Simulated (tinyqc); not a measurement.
Bandgap voltage reference from two bipolar transistors: one step of the calculation.

Two transistors of area 1 and N carry the same current I. Is(T) = Is (T/T0)^eta exp[(Vg0 q/kB)(1/T0 - 1/T)], VBE1 = Vt ln(I/Is(T)) + I rb, VBE2 = Vt ln(I/(N Is(T))) + I rb/N. The amplifier forces I R1(T) = VBE1 - VBE2 + Vos, with R(T) = R (1 + tc (T - T0)) for both resistors, and the output is Vref = VBE1 + I R2(T). Base currents and the Early effect are neglected.

Problem. Resistor for zero slope at T0, ideal case. With tc = 0, Vos = 0 and rb = 0 the current is proportional to T, dVBE/dT = (VBE - Vg0 - (eta - 1) Vt)/T, and Vref has zero slope at T0 when Vref = Vg0 + (eta - 1) Vt0. Find VBE1, its slope, that Vref, R2/R1 and the curvature d2Vref/dT2 = -(eta - 1) kB/(q T0).

Parameters, values chosen for the exercise; values of the order met in silicon bipolar transistors: reference temperature T0 = 300 K; band-gap voltage extrapolated to 0 K Vg0 = 1.187 V; temperature exponent of the saturation current eta = 4.3; saturation current of the unit transistor at T0 Is = 6.1e-17 A; area ratio of the second transistor N = 15; resistor across which the difference of VBE falls, at T0 R1 = 3.1 kohm.

Constants: q = 1.602176634e-19 C, kB = 1.380649e-23 J/K. Results are converted to the units shown.

Find: VBE1; dVBE/dT; Vref; R2/R1; curvature.

Solution.

VBE1 = 0.68863 V
dVBE/dT = -1.9456 mV/K
Vref = 1.2723 V
R2/R1 = 8.3373
curvature = -0.94791 uV/K^2

Computed by the program tinyqc: `OMP_NUM_THREADS=1 python tinyqc.py 2062065 2062066 out.jsonl`, one thread of a shared Intel Xeon 2.30GHz, about 0.02 s for the whole run.
